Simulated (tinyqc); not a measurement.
Floating body of a partially depleted SOI transistor: body voltage and kink: one step of the calculation.

Source at 0 V. Channel current Ic = 2 nf K Vt^2 [F(0) - F(Vd)](1 + la Vd), F(V) = ln^2(1 + exp((Vg - VT - nf V)/(2 nf Vt))), VT = VT0 - gb Vb. Saturation voltage Vs = 2 Vt sqrt(F(0)) + 3 Vt, excess Ve = (Vd - Vs + sqrt((Vd - Vs)^2 + 0.0004 V^2))/2, multiplication M1 = Ai Ve exp(-Bl/Ve). Each junction passes D(v) = J1 (exp(v/Vt) - 1) + J2 (exp(v/(2 Vt)) - 1). Bipolar current Ib = bb J1 (exp(Vb/Vt) - 1). The body settles where M1 (Ic + Ib) = D(Vb) + D(Vb - Vd) + Vb/Rb; drain current Id = (1 + M1)(Ic + Ib) - D(Vb - Vd).

Problem. New Vb. Current into the body I_in = M1 (Ic + Ib) - D(Vb - Vd), current out I_out = D(Vb) + Vb/Rb; f = ln(I_in/I_out), s = df/dVb by central differences over 1e-5 V, Vb(new) = Vb - f/s.

Parameters, values chosen for the exercise; values of the order met in partially depleted silicon-on-insulator transistors: temperature T = 358 K; threshold at zero body voltage VT0 = 0.36 V; fall of the threshold per volt of body voltage gb = 0.32; slope factor nf = 1.16; gain factor per width K = 200 uA/(V^2 um); channel-length modulation factor la = 0.07 1/V; impact-ionisation prefactor Ai = 2.48 1/V; impact-ionisation voltage Bl = 4.9 V; diffusion saturation current of each junction J1 = 6.3e-10 uA/um; recombination saturation current of each junction J2 = 2e-7 uA/um; gain of the lateral bipolar transistor on the diffusion current bb = 0.5; resistance of a weak body tie to the source (1e9 stands for no tie, and the term is then dropped) Rb = 1e9 kohm um; gate voltage Vg = 0.39 V; drain voltage Vd = 1.9 V.

Constants: q = 1.602176634e-19 C, kB = 1.380649e-23 J/K, Vt = kB T/q. Results are converted to the units shown.

Vb after iteration 1 = 0.64150857 V

Find: Ic; Ve; M1; I_in; I_out; f; s; Vb after iteration 2.

Solution.

Ic = 5.528 uA/um
Ve = 1.602 V
M1 = 0.1867
I_in = 1.095 uA/um
I_out = 0.6830 uA/um
f = 0.4724
s = -28.62 1/V
Vb after iteration 2 = 0.6580 V

Range of the model: The multiplication law is an empirical form chosen for the exercise; self-heating and capacitive coupling to the body are left out, and the linear laws are rough once Vb passes about 0.7 V or M1 about 0.1.

Numbers from tinyqc (`OMP_NUM_THREADS=1 python tinyqc.py 2182259 2182260 out.jsonl`; about 0.2 s on one thread of a shared Intel Xeon 2.30GHz).
